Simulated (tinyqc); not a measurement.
# Changing the growth temperature T

Model: out-diffusion of a doped substrate or buried layer into a growing epitaxial film. Computed by tinyqc, a small Python program. Command: `OMP_NUM_THREADS=1 python tinyqc.py 3029076 3029077 out.jsonl buried sweep`. One thread of a shared host (Intel(R) Xeon(R) Processor @ 2.30GHz), about 0.01 s of CPU time with the checks.

x is counted from the original substrate surface into the film, whose surface moves as x = v t. Substrate dopant has one diffusivity; the dopant of the film is taken as uniform.

Inputs (values chosen for the exercise, modelled on antimony in silicon):
```
quantity,value,unit
prefactor D0,4.67,cm^2/s
activation energy E,3.89,eV
substrate concentration C_s,2.1e+19,1/cm^3
film doping C_e,1.5e+16,1/cm^3
growth rate v,0.33,um/min
film thickness d,1.8,um
"autodoping level at the start, as a share of C_s",0.0001,-
decay length of autodoping,0.74,um
later thermal budget (Dt)2,1.2e-11,cm^2
```

Film doping: opposite type.

Constants: k_B = 8.617333262e-05 eV/K.

Method:
- D = D0 exp(-E/(k_B T)); growth time t = d/v; l = 2 sqrt(D t); growth number G = v t/l = d/l; 1 um = 1e-4 cm.
- Temperatures in kelvin are T(C) + 273.15.
- After growth and the later budget: l2 = 2 sqrt(D t + (Dt)2); C(x) = (C_s/2) erfc(x/l2) + share x C_s exp(-x/decay length) for x > 0 (autodoping taken as unchanged by the later budget). The transition x_t solves C(x) = C_e, the metallurgical junction.
- Usable film = d - x_t. Also give x_t for the erfc term alone, after growth and after the later budget.

One run for each value:
```
growth temperature T (C),"x_t after growth, erfc alone (um)","x_t after the later budget, erfc alone (um)",x_t with autodoping (um),growth number G
900,0.00777,0.15641,0.15811,522.07
950,0.01707,0.15715,0.15885,237.77
1000,0.03523,0.16014,0.16187,115.19
1050,0.06885,0.17072,0.17253,58.95
1075,0.09447,0.18256,0.18446,42.96
1100,0.12813,0.20205,0.20409,31.68
1150,0.22828,0.27661,0.27913,17.78
1200,0.39106,0.42110,0.42423,10.38
```

Give the missing row, growth temperature T (C) = 1125.

Computed row; columns: (1) growth temperature T (C); (2) x_t after growth, erfc alone (um); (3) x_t after the later budget, erfc alone (um); (4) x_t with autodoping (um); (5) growth number G:
```
(1)       (2)      (3)      (4)    (5)
1125  0.17191  0.23229  0.23454  23.61
```

Interpolating between the two neighbouring rows (linearly) misses most in growth number G, by 4.7 %. Over the rows, x_t after growth, erfc alone (um) rises from 0.00777 to 0.391; x_t after the later budget, erfc alone (um) rises from 0.156 to 0.421; x_t with autodoping (um) rises from 0.158 to 0.424. At low T the later budget or autodoping sets the transition, so colder growth stops helping.

Caution (all rows): the substrate doping is comparable to or above the intrinsic density at growth temperature, so the diffusivity may be higher on that side.
